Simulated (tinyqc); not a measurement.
# Conversion gain and read noise from the photon-transfer curve

Question. Temporal variance = CG x mean output + vn^2 (dark signal removed), CG = q As/Cf. Find CG, vn, the read noise in electrons and Cf.

Parameters, values chosen for the exercise: source-follower gain As = 0.88.

Constants: q = 1.602176634e-19 C. Results are converted to the units shown.

temporal variance at mean outputs of 42 and 250 mV (mV^2): [4.252246314, 25.19956139]

Answer. Poisson statistics make the slope equal to CG; the intercept is vn^2.

CG = 101 uV/electron
vn = 150 uV
read noise = 1.49 electrons
Cf = 1.40 fF

tinyqc, about 0.01 s, one thread, Intel Xeon 2.30GHz (shared host): `OMP_NUM_THREADS=1 python tinyqc.py 2630034 2630035 out.jsonl`
